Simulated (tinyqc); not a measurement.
Which pair of peaks is best: composition and strain of an epitaxial Si(1-x)Ge(x) layer from Raman and X-ray peaks. Computed by tinyqc, a small Python program. Command: `OMP_NUM_THREADS=1 python tinyqc.py 3026475 3026476 out.jsonl epiraman walk`. One thread of a shared host (Intel(R) Xeon(R) Processor @ 2.30GHz), about 0.01 s of CPU time with the checks.

A (001) layer, biaxially strained in the plane. The Raman peaks follow empirical lines omega = w0 + c1 x + c3 x^3 + b eps (c3 for Si-Ge alone), with eps the in-plane strain.

Inputs (values chosen for the exercise, modelled on silicon-germanium):
```
quantity                     value  unit
Ge fraction x                 0.78     -
Si-Si: c1                    -65.9  1/cm
Si-Si: strain coefficient b   -684  1/cm
Si-Ge: c1                     25.5  1/cm
Si-Ge: c3                    -35.4  1/cm
Si-Ge: strain coefficient b   -562  1/cm
Ge-Ge: c1                     20.1  1/cm
Ge-Ge: strain coefficient b   -420  1/cm
uncertainty of a Raman peak   0.05  1/cm
```

Substrate: relaxed alloy buffer.

Method. For each pair invert J = [d omega/dx, d omega/d eps] at the true x. Independent errors of the given size in both peaks give sigma_x and sigma_eps = uncertainty x (norm of the rows of the inverse of J).

Error propagation:
```
pair               det J     sigma_x  sigma_eps (per mille)
Si-Si and Si-Ge   10.283   0.0043045                0.37261
Si-Si and Ge-Ge  41.4264  9.6877e-04               0.083156
Si-Ge and Ge-Ge   27.723   0.0012654               0.079310
```

What follows from these numbers?

The pair Si-Si and Ge-Ge fixes x best (sigma_x = 9.7e-4) and Si-Si and Si-Ge worst (0.0043), a factor 4.4. Strain moves all peaks the same way, so a good pair needs different ratios of composition slope to strain coefficient, best of opposite sign; the slopes here are -65.9, -39.1 and 20.1 per cm for Si-Si, Si-Ge and Ge-Ge. Errors in the coefficients themselves are not counted.

Extremes, crossings and ranges named in words are read from the listed rows.
